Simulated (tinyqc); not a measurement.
Landau levels of massive Dirac electrons in two valleys: sweeps and comparisons. A value that a table varies takes the place of the one given here.

H = hv (tau kx sx + ky sy) + (D/2) sz. Conduction levels E_N = sqrt(D^2/4 + 2N hv^2/l^2) - D/2 from the band edge; N = 1, 2, ... occur in both valleys, N = 0 in one valley only (its partner in the other valley lies at the valence edge). Each state is twofold in spin; spin splittings are left out, although in real dichalcogenides the spin-orbit splitting exceeds the level spacing and changes the filling sequence.

In a field B along z: l = 1/sqrt((e/hbar) B) is the magnetic length, n_B = B/(h/e) the number of states per area in one level, hbar wc = 2 muB B/m for mass m in m0; 1/angstrom^2 = 1e16/cm^2.

Level 0 takes 2 n_B electrons and each higher level 4 n_B. At zero temperature and without broadening EF sits in the partly filled level.

Constants: e/hbar = 1.519267448e-05 1/(T angstrom^2); h/e = 413566.7697 T angstrom^2; muB = 5.788381798e-05 eV/T.

Inputs chosen for the exercise (near those of a MoS2 monolayer; not measured data):
- hv = 3.61 eV angstrom (hbar v)
- D = 1.65 eV (gap)
- Bs = (1, 2, 3, 5, 7, 10, 14) T (fields)
- n = 4.3 x 1e11/cm^2 (electron sheet density)
- Bo = (0.82, 0.927, 1.07, 1.26, 1.53, 1.95, 2.68, 4.32, 11.1) T (fields)
- B = 10.6 T (magnetic field)

## The fan of levels

The four lowest levels against B, with their labels in order.

Levels (meV):

| B (T) | first | second | third | fourth | order |
|---|---|---|---|---|---|
| 1.00 | 0.00 | 0.24 | 0.48 | 0.72 | 0 1 2 3 |
| 2.00 | 0.00 | 0.48 | 0.96 | 1.44 | 0 1 2 3 |
| 3.00 | 0.00 | 0.72 | 1.44 | 2.16 | 0 1 2 3 |
| 5.00 | 0.00 | 1.20 | 2.40 | 3.59 | 0 1 2 3 |
| 7.00 | 0.00 | 1.68 | 3.35 | 5.02 | 0 1 2 3 |
| 10.0 | 0.00 | 2.40 | 4.79 | 7.17 | 0 1 2 3 |
| 14.0 | 0.00 | 3.35 | 6.69 | 10.02 | 0 1 2 3 |

The fourth level grows as B^1.00 over the first two rows and B^0.99 over the last two (1 for a parabolic band without a fixed offset such as a valley splitting, 1/2 for massless Dirac electrons). The order of the levels does not change. Level 1 follows hbar wc = 2 hv^2/(l^2 D) while that is small against D: 3.4 meV against 3.4 meV in the last row.

## Oscillation of the Fermi level

Fixed density, zero temperature, no broadening. At B = 0, EF = sqrt(D^2/4 + hv^2 pi n) - D/2.

Filling:

| B (T) | nu | partly filled level | EF (meV) | filled share |
|---|---|---|---|---|
| 0.820 | 21.69 | 5 | 0.98 | 0.92 |
| 0.927 | 19.18 | 5 | 1.11 | 0.30 |
| 1.07 | 16.62 | 4 | 1.03 | 0.65 |
| 1.26 | 14.11 | 4 | 1.21 | 0.03 |
| 1.53 | 11.62 | 3 | 1.10 | 0.41 |
| 1.95 | 9.12 | 2 | 0.94 | 0.78 |
| 2.68 | 6.64 | 2 | 1.29 | 0.16 |
| 4.32 | 4.12 | 1 | 1.04 | 0.53 |
| 11.1 | 1.60 | 0 | 0.00 | 0.80 |

EF at B = 0 = 1.07 meV

EF runs between 0.0 and 1.3 meV around its zero-field value of 1.1 meV. It follows a level while that level empties and falls to the next one down when nu passes a filled shell; the partly filled level changes 5 times in this table.

## What each parameter does

The second and third levels from below, nu = n/n_B, and EF. Each row changes one parameter from the base and keeps the others.

Results:

| case | second level (meV) | third level (meV) | nu | EF (meV) |
|---|---|---|---|---|
| base | 2.54 | 5.07 | 1.68 | 0.00 |
| B = 12.7 T | 3.04 | 6.07 | 1.40 | 0.00 |
| hv = 3.07 eV angstrom | 1.84 | 3.67 | 1.68 | 0.00 |
| D = 1.98 eV | 2.12 | 4.23 | 1.68 | 0.00 |
| n = 3.65 x 1e11/cm^2 | 2.54 | 5.07 | 1.42 | 0.00 |

The largest shifts from the base row, up to three for each result and ties (the steps differ in size, so this ranks the rows, not the parameters). second level (meV): hv -0.70, B +0.50, D -0.42; unchanged at the printed digits by n. third level (meV): hv -1.40, B +1.00, D -0.84; unchanged at the printed digits by n. nu: B -0.28, n -0.25; unchanged at the printed digits by hv and D. EF (meV): unchanged at the printed digits by B, hv, D and n.

Program tinyqc; command `OMP_NUM_THREADS=1 python tinyqc.py 1281796 1281797 out.jsonl`; about 0.01 s on one thread of a shared Intel(R) Xeon(R) Processor @ 2.30GHz.
